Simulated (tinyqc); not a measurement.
Input admittance of a MOSFET at zero drain bias: distributed channel and distributed gate: one step of the calculation.

Source and drain grounded, strong inversion, w = 2 pi f, Cox = eps0 eox/tox. The channel is an RC line of resistance 1/(mu Cox Vo) per square fed from both ends, so one finger has the intrinsic admittance y = i w Cox L tanh(g)/g per width, g = (1/2) sqrt(i w tau), tau = L^2/(mu Vo). The vertical resistance rv/L is in series with y, the overlaps 2 i w Cov in parallel: y_t = 1/(1/y + rv/L) + 2 i w Cov. The gate strip is a line of Rsh/L per length loaded by y_t, so a finger has Y = y_t Wf tanh(k)/k, k = (Wf/sd) sqrt(y_t Rsh/L); the device has Nf Y.

Task. Low-frequency resistances and capacitance. Low-frequency limits, with c = Cox L and ct = c + 2 Cov: R_strip = Rsh Wf/(3 sd^2 L Nf), R_ch = (c/ct)^2 L/(12 mu Cox Vo Wf Nf), R_vert = (c/ct)^2 rv/(L Wf Nf), C = ct Wf Nf.

Inputs (values chosen for the exercise); values of the order met in silicon radio-frequency transistors: relative permittivity of the gate insulator (close to silicon dioxide) eox = 3.9; insulator thickness tox = 7.5 nm; channel length L = 1.9 um; finger width Wf = 5.1 um; number of fingers Nf = 1; channel mobility mu = 210 cm^2/(V s); gate overdrive Vo = 0.3 V; sheet resistance of the gate Rsh = 33 ohm/square; vertical resistivity of the gate stack rv = 5.1 ohm um^2; number of ends at which a finger is contacted sd = 2; overlap and fringe capacitance on each side Cov = 0.16 fF/um.

Constants: eps0 = 8.8541878128e-14 F/cm where lengths are in cm. Results are converted to the units shown.

Give: parts; sum; C; 1/(2 pi R C).

Result.

parts (ohm): strip 7.3816, channel 996.10, vertical 0.48982
sum = 1004.0 ohm
C = 46.246 fF
1/(2 pi R C) = 3.4278 GHz

The channel term is the largest, 99.2 % of the sum.

Computed by the program tinyqc: `OMP_NUM_THREADS=1 python tinyqc.py 2262136 2262137 out.jsonl`, one thread of a shared Intel Xeon 2.30GHz, about 0.01 s for the whole run.
